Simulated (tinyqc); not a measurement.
Thermal stress, cracking, delamination and buckling of a thin film; Griffith cracks and misfitting inclusions: one step, computed by the program tinyqc.

Isotropic linear elasticity; the substrate is much thicker than the film; stress is positive in tension.

Problem. Stress in the film. Thermal strain = (alpha_f - alpha_s)(T_d - T); stress = E/(1 - nu) x strain + intrinsic stress; plane-strain modulus Ebar = E/(1 - nu^2); G0 = stress^2 h/(2 Ebar) is the energy freed per area when a long strip loses its stress across its width.

Inputs (values chosen for the exercise, modelled on a silicon nitride film on silicon):
```
quantity                     value        unit
film Young's modulus E         262         GPa
film Poisson ratio nu         0.26           -
film expansion alpha_f        3.25      1e-6/K
substrate expansion alpha_s    2.9      1e-6/K
deposition temperature T_d     625           K
final temperature T            300           K
intrinsic stress              -470         MPa
film thickness h               2.1  micrometre
```

Give: thermal strain; film stress; Ebar; G0.

Solution.

thermal strain = 1.138e-04

film stress = -429.7 MPa

Ebar = 281.0 GPa

G0 = 0.6900 J/m^2

The film ends in compression; the thermal part is 40.3 MPa.
